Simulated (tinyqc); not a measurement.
Gain of the pnp from the holding current.

Inverse problem. On state with both base-emitter voltages at Von: npn base current Ib = (Von/Rs + bp Von/Rw)/(bn bp - 1), holding current Ih = (bn + 1) Ib + Von/Rs. Find bp.

Parameters, values chosen for the exercise:
```
symbol,value,unit,meaning
bn,5.8,,current gain of the npn
Rs,1900,ohm,substrate resistance shunting the npn
Rw,3300,ohm,well resistance shunting the pnp
Von,0.77,V,base-emitter voltage in the on state
```

Ih = 0.78930605 mA

Answer. Ih gives Ib, and Ib (bn bp - 1) = Von/Rs + bp Von/Rw is linear in bp.

bp = 4.90

tinyqc, about 0.07 s, one thread, Intel Xeon 2.30GHz (shared host): `OMP_NUM_THREADS=1 python tinyqc.py 2670138 2670139 out.jsonl`
